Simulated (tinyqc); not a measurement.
Bethe-Salpeter matrix of a two-band square lattice (Tamm-Dancoff form): sweeps and comparisons. A value that a table varies takes the place of the one given here.

One valence and one conduction band, lattice period 1, mesh k = 2 pi j/N along each axis (first index slowest). Pair energies D(k) = Eg + 2 t sum(1 - cos k), t = tc + tv. Screened attraction W(R) = U at R = 0 and V/|R| otherwise, R over the N x N cells with the nearest image; W(q) = sum_R W(R) cos(q R). H(k, k') = D(k) delta - W(k - k')/Nk + 2 J/Nk for singlets (J = 0 for triplets), Nk the number of k points. With a constant transition dipole the strength of a state is f = (sum_k A_k)^2/Nk, and the f sum to 1.

Values chosen for the exercise: Eg = 5.7 eV (quasiparticle gap); tc = 0.22 eV (conduction hopping); tv = 0.17 eV (valence hopping); U = 1.16 eV (attraction in the same cell); V = 0 eV (attraction at one cell distance); J = 0.29 eV (exchange in the same cell); fs = (0.2, 0.4, 0.7, 1, 1.4, 2, 2.6) (scale factors of U and V).

## Convergence with the k mesh

Lowest triplet and singlet, and f of the singlet, against N.

Results:

| N | Eg - E triplet (eV) | Eg - E singlet (eV) | f singlet |
|---|---|---|---|
| 3 | 0.2866 | 0.0934 | 0.2271 |
| 4 | 0.2195 | 0.0584 | 0.1575 |
| 6 | 0.1722 | 0.0307 | 0.0976 |
| 9 | 0.1578 | 0.0167 | 0.0639 |
| 14 | 0.1556 | 0.0090 | 0.0440 |
| 22 | 0.1555 | 0.0052 | 0.0344 |
| 36 | 0.1555 | 0.0034 | 0.0325 |

The coarsest mesh misjudges the singlet binding by +0.0900 eV against the finest: a mesh of N points along an axis repeats the pair every N cells. The triplet is within 1 meV of the last row from N = 14 on. The singlet is within 1 meV of the last row from N = 36 on, a loose bar for so small a binding, which only that row meets, so it has not settled.

## Strength of the attraction

Triplets, N = 24; U and V scaled together, as weaker screening would do. f is the weight at R = 0.

Results:

| scale | U/t | binding (eV) | f | Eg - second level (eV) |
|---|---|---|---|---|
| 0.20 | 0.59 | 0.0006 | 0.004 | -0.0243 |
| 0.40 | 1.19 | 0.0023 | 0.013 | -0.0193 |
| 0.70 | 2.08 | 0.0287 | 0.201 | -0.0058 |
| 1.0 | 2.97 | 0.1555 | 0.513 | -0.0029 |
| 1.4 | 4.16 | 0.4549 | 0.746 | -0.0021 |
| 2.0 | 5.95 | 1.0288 | 0.879 | -0.0017 |
| 2.6 | 7.73 | 1.6609 | 0.930 | -0.0016 |

On a mesh 1.5 times finer the binding changes by more than 5 % at scale 0.2 and 0.4, so there it is set by the mesh. The binding grows with exponent 4.74 between scales 0.7 and 1 and 1.83 over the last two rows (for a weak contact attraction 2 in a chain and larger in a plane, where it binds exponentially weakly, 1 for a pair held in one cell). f rises from 0.004 to 0.930. On this mesh no second level lies below the gap. 

## What each parameter does

N = 24: lowest singlet, its binding and f, and the singlet-triplet splitting. Each row changes one parameter from the base and keeps the others.

Results:

| case | singlet (eV) | binding (eV) | f | splitting (eV) |
|---|---|---|---|---|
| base | 5.6953 | 0.0047 | 0.033 | 0.1508 |
| Eg = 5.9 eV | 5.8953 | 0.0047 | 0.033 | 0.1508 |
| tc = 0.29 eV | 5.6968 | 0.0032 | 0.016 | 0.0882 |
| tv = 0.1 eV | 5.6895 | 0.0105 | 0.104 | 0.2408 |
| U = 1.39 eV | 5.6717 | 0.0283 | 0.199 | 0.2623 |
| V = 0.1 eV | 5.6599 | 0.0401 | 0.094 | 0.1550 |
| J = 0.43 eV | 5.6991 | 0.0009 | 0.005 | 0.1546 |

The largest shifts from the base row, up to three for each result and ties (the steps differ in size, so this ranks the rows, not the parameters). singlet (eV): Eg +0.2000, V -0.0354, U -0.0235. binding (eV): V +0.0354, U +0.0235, tv +0.0057; unchanged at the printed digits by Eg. f: U +0.166, tv +0.071, V +0.060; unchanged at the printed digits by Eg. splitting (eV): U +0.1115, tv +0.0900, tc -0.0626; unchanged at the printed digits by Eg. At zero total momentum only the sum tc + tv enters. The base binding moves by +2.8 meV on a mesh two thirds as fine, so these rows are limited by the mesh.

Computed by tinyqc, a small Python program: `OMP_NUM_THREADS=1 python tinyqc.py 1281629 1281630 out.jsonl` (the numbers bound the seed that draws the inputs); one thread of a shared host (Intel(R) Xeon(R) Processor @ 2.30GHz), about 1 s for the whole set of steps.
